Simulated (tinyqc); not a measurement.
What moves the results: hydrogenic donor in a hard-walled well (variational). A value that a table varies takes the place of the one given here.

Trial function cos(pi z/L) exp(-r/lam), r measured from the donor at zi, walls at +/- L/2, one eps everywhere. Counted from the lowest subband, E(lam) = c/(m lam^2) - (q/eps) I0/I1, with I0 the integral of cos^2(pi z/L) exp(-2|z - zi|/lam) over the well and I1 the same with the factor (|z - zi| + lam/2); c = hbar^2/2m0, q = e^2/(4 pi eps0). The binding energy is -E at the minimum.

Constants: hbar^2/2m0 = 3.80998211 eV angstrom^2; e^2/(4 pi eps0) = 14.39964547 eV angstrom; Ry = 13.60569312 eV.

Parameters, chosen for this exercise (near those of InP; shifted at random, so the results belong to these values and not to a real crystal):

| symbol | value | unit | meaning |
|---|---|---|---|
| m | 0.082 | m0 | mass |
| eps | 12.4 |  | dielectric constant |
| Ls | (18, 35, 70, 124, 288, 620, 1080) | angstrom | widths |
| L | 290 | angstrom | well width |
| zi | 0 | angstrom | position of the donor from the centre |

## Width of the well

Ry* = 7.2559 meV
a* = 80.022 angstrom

Donor at the centre and at the wall (zi = L/2).

Binding:

| L (angstrom) | L/a* | centre (meV) | in Ry* | wall (meV) | in Ry* | centre/wall |
|---|---|---|---|---|---|---|
| 18 | 0.22 | 23.60 | 3.252 | 17.21 | 2.372 | 1.37 |
| 35 | 0.44 | 20.65 | 2.846 | 13.30 | 1.832 | 1.55 |
| 70 | 0.87 | 17.05 | 2.350 | 9.55 | 1.316 | 1.79 |
| 124 | 1.55 | 14.07 | 1.939 | 6.99 | 0.963 | 2.01 |
| 288 | 3.60 | 10.36 | 1.428 | 4.25 | 0.586 | 2.44 |
| 620 | 7.75 | 8.29 | 1.142 | 2.75 | 0.379 | 3.01 |
| 1080 | 13.50 | 7.63 | 1.052 | 2.18 | 0.301 | 3.50 |

At the centre the binding falls from 3.25 to 1.05 Ry*, between the limits 4 and 1. At the wall it falls from 2.37 to 0.30 Ry*, towards 1/4: the wall forces a node through the donor, as in a 2p state. With this trial function, which underbinds wall donors by about a tenth, the wall donor drops below the bulk value between 70 and 124 angstrom. The ratio grows from 1.37 to 3.50.

## Position of the donor

Fixed width; zi from the centre to the wall.

Binding:

| 2 zi/L | zi (angstrom) | lam (angstrom) | binding (meV) | in Ry* |
|---|---|---|---|---|
| 0.0 | 0.0 | 83.1 | 10.34 | 1.424 |
| 0.2 | 29.0 | 83.3 | 10.01 | 1.379 |
| 0.4 | 58.0 | 85.3 | 8.98 | 1.237 |
| 0.6 | 87.0 | 95.2 | 7.26 | 1.001 |
| 0.8 | 116.0 | 125.7 | 5.43 | 0.748 |
| 0.9 | 130.5 | 146.1 | 4.75 | 0.654 |
| 1.0 | 145.0 | 165.1 | 4.24 | 0.584 |

Uniform doping spreads the level over 6.10 meV, from 10.34 at the centre to 4.24 at the wall, while lam grows by 99 %. The slope is flat at the centre, which gives a peak in the density of donor states there, and steepest between 2 zi/L = 0.6 and 0.8.

## What each parameter does

The minimum over lam; Ry* = Ry m/eps^2. Each row changes one parameter from the base and keeps the others.

Results:

| case | binding (meV) | lam (angstrom) | binding/Ry* |
|---|---|---|---|
| base | 10.34 | 83.1 | 1.424 |
| m = 0.07 m0 | 9.33 | 95.5 | 1.507 |
| eps = 11.2 | 12.23 | 75.8 | 1.376 |
| L = 377 angstrom | 9.47 | 84.7 | 1.305 |
| zi = 58 angstrom | 8.98 | 85.3 | 1.237 |

The largest shifts from the base row, up to three for each result and ties (the steps differ in size, so this ranks the rows, not the parameters). binding (meV): eps +1.90, zi -1.36, m -1.00. lam (angstrom): m +12.4, eps -7.3, zi +2.2. binding/Ry*: zi -0.187, L -0.120, m +0.082.

Run: tinyqc, `OMP_NUM_THREADS=1 python tinyqc.py 1281987 1281988 out.jsonl`; Intel(R) Xeon(R) Processor @ 2.30GHz, one thread, shared host; about 0.02 s of CPU time with all checks.
